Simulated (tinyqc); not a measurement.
# Charge needed for a dipole step

Two sheets of opposite charge dd apart with permittivity ei give the step D = q N dd/(eps0 ei).

Inputs (values chosen for the exercise): relative permittivity inside the dipole layer ei = 7.2; thickness of the dipole layer dd = 0.22 nm.

Constants: q = 1.602176634e-19 C, eps0 = 8.8541878128e-14 F/cm where lengths are in cm. Results are converted to the units shown.

Charge needed for a dipole step:
```
N (cm^-2)     D (V)  field (MV/cm)  moment (debye/nm^2, 1 D = 3.33564e-30 C m)
1e12       0.005529         0.2513                                      0.1057
2.7e12      0.01493         0.6786                                      0.2853
6.8e12      0.03760          1.709                                      0.7186
1.7e13      0.09399          4.272                                       1.796
4.5e13       0.2488          11.31                                       4.755
1.1e14       0.6082          27.65                                       11.62
2.9e14        1.603          72.88                                       30.64
```

D is proportional to N, 0.1 V for 1.81e13 cm^-2. The same sheet as an uncompensated charge under 1 nm of a dielectric of permittivity 3.9 would shift the flat band by 0.839 V, and that shift would grow with thickness, which a dipole step does not. For N = 1.1e14, 2.9e14 the field exceeds 20 MV/cm; it acts over one bond length, where the sheet picture is only a bookkeeping device.

Numbers from tinyqc (`OMP_NUM_THREADS=1 python tinyqc.py 2410003 2410004 out.jsonl`; about 0.01 s on one thread of a shared Intel Xeon 2.30GHz).
